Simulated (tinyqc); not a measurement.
Comparisons within one model: polytypes by hexagonality, and a cubic inclusion as a quantum well. A value that a table varies takes the place of the one given here.

Gap: E3 + (Es - E3) h/hs for h up to hs, then linear from Es to E2 at h = 1. Valence top Ev2 h and polarisation P2 h, both counted from 3C; Ec = Ev + gap.

A cubic inclusion of width L = N d in the host (h = 0.4) is a well of depth V = Ec(host) - Ec(3C). Square well with mass mismatch: k tan(k L/2) = (m_w/m_b) q, k = sqrt(m_w E/c), q = sqrt(m_b (V - E)/c), c = hbar^2/2m0, lowest root. The depth of the level, V - E, is its binding, and the transition to the valence top of the host is gap(host) - (V - E). The step in polarisation gives a field |F| = |P|/(eps eps0) in a thin inclusion, eps0 = 8.8541878e-12 F/m.

Constants: hbar^2/2m0 = 3.80998211 eV angstrom^2.

Parameters, chosen for this exercise (of the order of those of SiC; the results hold for these values, not for the real material): E3 = 2.366 eV (gap of the cubic polytype); E2 = 3.327 eV (gap of 2H); Ev2 = 0.108 eV (valence top of 2H above that of 3C); P2 = -0.0479 C/m^2 (spontaneous polarisation of 2H); Es = 3.26 eV (gap at the hexagonality hs); hs = 0.5 (hexagonality up to which the first line holds); m = (0.327, 0.325) m0 (electron mass along c in the cubic layer and in the host); d = 2.519 angstrom (thickness of a double layer); eps = 10.2 (dielectric constant); N = 4 (double layers in the cubic inclusion).

## Width of the inclusion

Without the field: square well. With it, the potential inside is |F| (z - L/2), the host conduction edge lies at V - |F| L/2 on one side and V + |F| L/2 on the other, and the lowest level E_F is found by finite differences (step 0.25 angstrom, wide box, good to about 1 meV). Holes sit in the host on the high side, so the transition is gap(host) - V + E_F - |F| L/2. A dash: bound by less than 2 meV or not at all.

Results:
```
N   L (angstrom)  depth (eV)  transition (eV)  depth below the low side, with field (eV)  transition with field (eV)
1           2.52       0.069            3.013                                      0.045                       2.983
2           5.04       0.205            2.876                                      0.155                       2.819
3           7.56       0.331            2.750                                      0.256                       2.665
4          10.08       0.427            2.654                                      0.327                       2.540
6          15.11       0.548            2.534                                      0.403                       2.358
8          20.15       0.614            2.467                                      0.430                       2.223
12         30.23       0.680            2.402                                      0.441                       1.999
```

The square well binds a level even at N = 1 (69 meV), as any symmetric one-dimensional well does; the depth grows to 680 of 758 meV, and the transition tends to E3 - Ev(host) = 2.323 eV. With the field the level is bound by 2 meV or more for N = 1, 2, 3, 4, 6, 8 and 12, and the transition is lowered by 29 meV at N = 1 and 403 meV at N = 12, where |F| L/2 = 321 meV. Free carriers or surface charge screen the field and the step between the two sides, and the attraction to the hole, left out here, binds the electron further.

## The same inclusion in several hosts

h from the stacking: 8H 1/4, 6H 1/3, 15R 2/5, 4H 1/2, 9R 2/3, 2H 1. V = Ec(host) - Ec(3C); square-well level from k tan(k L/2) = (m_w/m_b) q, k = sqrt(m_w E/c), q = sqrt(m_b (V - E)/c), L = N d; |F| = |P|/(eps eps0), eps0 = 8.8541878e-12 F/m.

Results:
```
host      h  gap (eV)  V (eV)  depth (eV)  |F| (MV/cm)
8H    0.250     2.813   0.474       0.218         1.33
6H    0.333     2.962   0.632       0.331         1.77
15R   0.400     3.081   0.758       0.427         2.12
4H    0.500     3.260   0.948       0.578         2.65
9R    0.667     3.282   0.988       0.611         3.54
2H    1.000     3.327   1.069       0.678         5.30
```

From 8H to 4H the well deepens by a factor of 2.00 and the bound level by 2.65, between the limits of a wide well (as V) and a thin one (as V^2); in 4H the level keeps 61 % of V; from 4H to 2H the gap gains only 67 meV while the field doubles. The depths leave the field out, although its drop |F| L reaches 534 meV in 2H.

## What each parameter does

Well depth, depth of the level, transition without the field and field. Each row changes one parameter from the base and keeps the others.

Results:
```
case                   V (eV)  depth (eV)  transition (eV)  |F| (MV/cm)
base                   0.7584      0.4268           2.6544        2.122
N = 5                  0.7584      0.4965           2.5847        2.122
Ev2 = 0.138 eV         0.7704      0.4362           2.6450        2.122
E3 = 2.346 eV          0.7744      0.4393           2.6379        2.122
E2 = 3.357 eV          0.7584      0.4268           2.6544        2.122
P2 = -0.0623 C/m^2     0.7584      0.4268           2.6544        2.759
eps = 11.2             0.7584      0.4268           2.6544        1.932
m = (0.392, 0.325) m0  0.7584      0.4400           2.6412        2.122
```

The largest shifts from the base row, up to three for each result and ties (the steps differ in size, so this ranks the rows, not the parameters). V (eV): E3 +0.0160, Ev2 +0.0120; unchanged at the printed digits by N, E2, P2, eps and m. depth (eV): N +0.0697, m +0.0132, E3 +0.0125; unchanged at the printed digits by E2, P2 and eps. transition (eV): N -0.0697, E3 -0.0165, m -0.0132; unchanged at the printed digits by E2, P2 and eps. |F| (MV/cm): P2 +0.638, eps -0.189; unchanged at the printed digits by N, Ev2, E3, E2 and m.

Computed by tinyqc, a small Python program: `OMP_NUM_THREADS=1 python tinyqc.py 1850527 1850528 out.jsonl` (the numbers bound the seed that draws the inputs); one thread of a shared host (Intel(R) Xeon(R) Processor @ 2.30GHz), about 0.04 s for the whole set of steps.
